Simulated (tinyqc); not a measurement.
What each parameter does: quaternary alloy A(x)B(1-x)C(y)D(1-y) matched to a substrate.

Q(x,y) = x y Q_AC + x (1 - y) Q_AD + (1 - x) y Q_BC + (1 - x)(1 - y) Q_BD for the lattice constant. Gap, rule 1: Q(x,y) - x (1 - x)[y C_ABC + (1 - y) C_ABD] - y (1 - y)[x C_ACD + (1 - x) C_BCD]. Rule 2 (mean of ternaries): {x (1 - x)[y T_ABC(x) + (1 - y) T_ABD(x)] + y (1 - y)[x T_ACD(y) + (1 - x) T_BCD(y)]}/{x (1 - x) + y (1 - y)}, T_ABC(x) = x E_AC + (1 - x) E_BC - C_ABC x (1 - x), T_ACD(y) = y E_AC + (1 - y) E_AD - C_ACD y (1 - y), and alike. Only the Gamma valley is followed.

Matching a(x,y) = a_s gives x = (a_s - y a_BC - (1 - y) a_BD)/(y (a_AC - a_BC) + (1 - y)(a_AD - a_BD)).

Values chosen for the exercise (AC, AD, BC, BD near GaAs, GaSb, InAs and InSb; substrate near GaSb; shifted at random, so the results belong to these values and not to a real crystal):
- a = (5.653, 6.096, 6.061, 6.485) angstrom (lattice constants of AC, AD, BC, BD)
- Eg = (1.502, 0.813, 0.418, 0.233) eV (gaps at Gamma of AC, AD, BC, BD)
- Cb = (0.418, 0.371, 1.628, 0.661) eV (bowing of ABC, ABD, ACD, BCD)
- a_s = 6.096 angstrom (substrate)
- y = 0.72 (fraction of C)

x is matched anew each time.

One parameter was then changed.

Results before and after:

| case | x | rule 1 (eV) | rule 2 (eV) |
|---|---|---|---|
| base | 0.2079 | 0.3218 | 0.4366 |
| changed | 0.2079 | 0.2737 | 0.4115 |

Which of these changes was made? (a) a = (5.663, 6.096, 6.061, 6.485) angstrom; (b) Cb = (0.502, 0.445, 1.954, 0.793) eV; (c) a_s = 6.092 angstrom; (d) Eg = (1.552, 0.813, 0.418, 0.233) eV; (e) y = 0.71.

Answer: (b) Cb = (0.502, 0.445, 1.954, 0.793) eV. Of the candidates, run in turn, only this one gives the changed row.

All candidates:

| case | x | rule 1 (eV) | rule 2 (eV) |
|---|---|---|---|
| base | 0.2079 | 0.3218 | 0.4366 |
| y = 0.71 | 0.2185 | 0.3206 | 0.4398 |
| a_s = 6.092 angstrom | 0.2178 | 0.3269 | 0.4448 |
| Cb = (0.502, 0.445, 1.954, 0.793) eV | 0.2079 | 0.2737 | 0.4115 |
| Eg = (1.552, 0.813, 0.418, 0.233) eV | 0.2079 | 0.3293 | 0.4441 |
| a = (5.663, 6.096, 6.061, 6.485) angstrom | 0.2117 | 0.3237 | 0.4397 |

(tinyqc, `OMP_NUM_THREADS=1 python tinyqc.py 1050722 1050723 out.jsonl`, Intel(R) Xeon(R) Processor @ 2.30GHz, 1 thread, shared host, about 0.01 s.)
